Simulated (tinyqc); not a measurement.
Round or elliptic silicon nanowire with anisotropic valleys (Ritz method): one step. Stretching the ellipse. Three cases, with inputs chosen for the exercise.

Problem. Scaling y by 1/sqrt(w_y) and z by 1/sqrt(w_z) makes the mass 1 and the semi-axes A = a/sqrt(w_y), B = b/sqrt(w_z). List them with the one-function estimate 3c (1/A^2 + 1/B^2) and the slender limit c (pi/2s)^2 (1 + 2s/(pi l)), s and l the smaller and larger of A, B; c = hbar^2/2m0.

Wire along x = [110] on a (001) wafer, y = [-110], z = [001]. Valley groups (w = inverse masses): A, two valleys along z: w_y = 1/mt, w_z = 1/ml, m_x = mt; B, four valleys in the wafer plane: w_y = (1/ml + 1/mt)/2, w_z = 1/mt, m_x = (ml + mt)/2.

Constants: hbar^2/2m0 = 3.80998211 eV angstrom^2.

Give: Groups.

Case 1.

Values chosen (near those of a Si nanowire; shifted at random, so the results belong to these values and not to a real crystal): ml = 0.915 m0 (longitudinal mass); mt = 0.193 m0 (transverse mass); a = 32 angstrom (semi-axis along y); b = 32 angstrom (semi-axis along z).

Solution.

Groups:
```
group  g      A      B  axis ratio  one function (eV)  slender limit (eV)
A      2  14.06  30.61       2.177             0.0700              0.0615
B      4  18.07  14.06       1.285             0.0929              0.0711
```

Case 2.

Values chosen (near those of a Si nanowire; shifted at random, so the results belong to these values and not to a real crystal): ml = 0.907 m0 (longitudinal mass); mt = 0.191 m0 (transverse mass); a = 24 angstrom (semi-axis along y); b = 44 angstrom (semi-axis along z).

Solution.

Groups:
```
group  g      A      B  axis ratio  one function (eV)  slender limit (eV)
A      2  10.49  41.90       3.995             0.1104              0.0991
B      4  13.48  19.23       1.426             0.0938              0.0748
```

Case 3.

Values chosen (near those of a Si nanowire; shifted at random, so the results belong to these values and not to a real crystal): ml = 0.901 m0 (longitudinal mass); mt = 0.19 m0 (transverse mass); a = 40 angstrom (semi-axis along y); b = 40 angstrom (semi-axis along z).

Solution.

Groups:
```
group  g      A      B  axis ratio  one function (eV)  slender limit (eV)
A      2  17.44  37.97       2.178             0.0455              0.0400
B      4  22.41  17.44       1.285             0.0604              0.0462
```

The one-function value suits axis ratios near 1 and the slender limit ratios well above 2.

Computed by tinyqc, one run a case: `OMP_NUM_THREADS=1 python tinyqc.py N N+1 out.jsonl` with N = 1250304, 1250669, 1250792; one thread of a shared Intel(R) Xeon(R) Processor @ 2.30GHz, about 0.06 s a run at most.
